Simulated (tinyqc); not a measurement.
Smoothing against break-up: capillary instabilities by surface diffusion: grooving and agglomeration of films, edge retraction, wire break-up and smoothing of roughness. Computed by tinyqc, a small Python program. Command: `OMP_NUM_THREADS=1 python tinyqc.py 3024239 3024240 out.jsonl dewet walk`. One thread of a shared host (Intel(R) Xeon(R) Processor @ 2.30GHz), about 0.01 s of CPU time with the checks.

Isotropic surface energy; shapes change by surface diffusion alone.

Inputs (values chosen for the exercise, for a model film):

| quantity | value | unit |
|---|---|---|
| surface energy gamma_s | 2.65 | J/m^2 |
| grain-boundary energy gamma_b | 0.91 | J/m^2 |
| atomic volume Omega | 11.1 | angstrom^3 |
| surface sites nu | 12 | 1/nm^2 |
| prefactor D0 | 0.00013 | m^2/s |
| activation energy Q | 1.42 | eV |
| temperature T | 646 | K |
| film thickness h | 6.2 | nm |
| grain radius R | 17 | nm |
| wire radius r | 12 | nm |
| initial ripple over radius | 0.01 | - |
| roughness wavelength lambda | 22 | nm |

Grooves: at the surface only.

Constants: k_B = 8.617333262e-05 eV/K; k_B = 1.380649e-23 J/K.

Method:
- Groove angle beta: sin(beta) = gamma_b/(2 gamma). For circular grains of radius R with spherical caps the groove ends (measured from the mean surface) at the depth R g(beta), g = (2 - 3 cos beta + cos^3 beta)/(3 sin^3 beta). The film parts if R g(beta_s) > h.
- B = D_s nu gamma_s Omega^2/(k_B T), D_s = D0 exp(-Q/(k_B T)).
- A wire with r + A cos(k z) has dA/dt = (B/r^4) (kr)^2 [1 - (kr)^2] A: unstable for wavelengths above 2 pi r, fastest at kr = 1/sqrt 2 with the rate B/(4 r^4); break-up time about (4 r^4/B) ln(r/A0); each wavelength makes a sphere of radius (3 r^2 lambda_m/4)^(1/3).
- Roughness of wavelength lambda on a flat face decays as exp[-B (2 pi/lambda)^4 t]; the smoothing time is that for a factor e^3.

beta_s = 9.88657 degrees

Times (s); the last column is (h/(0.780 tan beta_s))^4/B:

| T (K) | B (nm^4/s) | smoothing | wire break-up | groove to depth h |
|---|---|---|---|---|
| 549 | 6.1925e+00 | 7.2815e+01 | 6.1682e+04 | 6.9866e+05 |
| 581 | 3.0565e+01 | 1.4753e+01 | 1.2497e+04 | 1.4155e+05 |
| 614 | 1.3282e+02 | 3.3950e+00 | 2.8759e+03 | 3.2575e+04 |
| 646 | 4.7704e+02 | 9.4524e-01 | 8.0072e+02 | 9.0695e+03 |
| 678 | 1.5150e+03 | 2.9763e-01 | 2.5212e+02 | 2.8557e+03 |
| 711 | 4.4636e+03 | 1.0102e-01 | 8.5575e+01 | 9.6928e+02 |
| 775 | 2.7762e+04 | 1.6242e-02 | 1.3759e+01 | 1.5584e+02 |

What follows from these numbers?

All times share 1/B, so their ratios do not depend on T: break-up over smoothing is 850. An anneal can smooth this roughness well before the wire breaks. Smoothing is safe for lambda well below 2 pi r, above which a ripple along the wire grows instead. B spans 3.7 decades over these rows.
